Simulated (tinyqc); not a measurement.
Admittance spectroscopy and thermally stimulated current of one trap level in a depletion layer. From peak temperature T_p back to capture cross section sigma. Computed by tinyqc, a small Python program. Command: `OMP_NUM_THREADS=1 python tinyqc.py 3112791 3112792 out.jsonl admit inv`. One thread of a shared host (Intel(R) Xeon(R) Processor @ 2.30GHz), about 0.01 s of CPU time with the checks.

A Schottky junction on n-type material holds one donor-like electron trap; shallow donors are fully ionised and abrupt depletion edges are assumed.

Inputs (values chosen for the exercise, modelled on n-type 4H-SiC):

| quantity | value | unit |
|---|---|---|
| density-of-states mass m | 0.754 | m_0 |
| shallow doping N | 1.4e+15 | 1/cm^3 |
| trap depth E_t below the band | 0.468 | eV |
| test frequency f | 200 | Hz |

Constants: k_B = 1.380649e-23 J/K; m_0 = 9.1093837015e-31 kg; h = 6.62607015e-34 J s; k_B = 8.617333262e-05 eV/K.

Method:
- N_c = 2 (2 pi m k_B T/h^2)^(3/2), v_th = sqrt(3 k_B T/m), emission rate e_n = sigma v_th N_c exp(-E_t/(k_B T)).
- Where the level crosses the Fermi level capture equals emission, so the trap follows the signal with the rate 2 e_n; G/omega peaks at omega = 2 e_n (the correction for large N_t/N is left out).
- Solve 2 e_n(T_p) = 2 pi f.

Problem. A run gave the result below. Find the capture cross section sigma, known to lie between 3.7e-15 and 5.7e-15 cm^2.

peak temperature T_p = 261.2637 K

Solution.

Each step takes the trial c = (a f_b - b f_a)/(f_b - f_a), f being the result less the target and a, b, c the logarithms of the listed values; c replaces end b, the old b replaces a if the sign of f changed, and otherwise f_a is halved.

Scan of the range:

| capture cross section sigma (cm^2) | peak temperature T_p (K) |
|---|---|
| 3.70e-15 | 262.149 |
| 3.98e-15 | 261.310 |
| 4.27e-15 | 260.505 |
| 4.59e-15 | 259.684 |
| 4.94e-15 | 258.854 |
| 5.30e-15 | 258.064 |
| 5.70e-15 | 257.251 |

False position (Illinois rule, in the logarithm of the input) inside the bracket:

| step | end a | end b | trial | peak temperature T_p (K) |
|---|---|---|---|---|
| 1 | 3.98000e-15 | 4.27000e-15 | 3.99604e-15 | 261.264 |
| 2 | 3.98000e-15 | 3.99604e-15 | 3.99595e-15 | 261.264 |
| 3 | 3.99604e-15 | 3.99595e-15 | 3.99600e-15 | 261.264 |

Peak temperature T_p falls at every point of a 13-point scan of the range (every second point is shown), so one value fits; it is bracketed by 3.98e-15 and 4.27e-15. Answer: capture cross section sigma = 3.996e-15 cm^2.
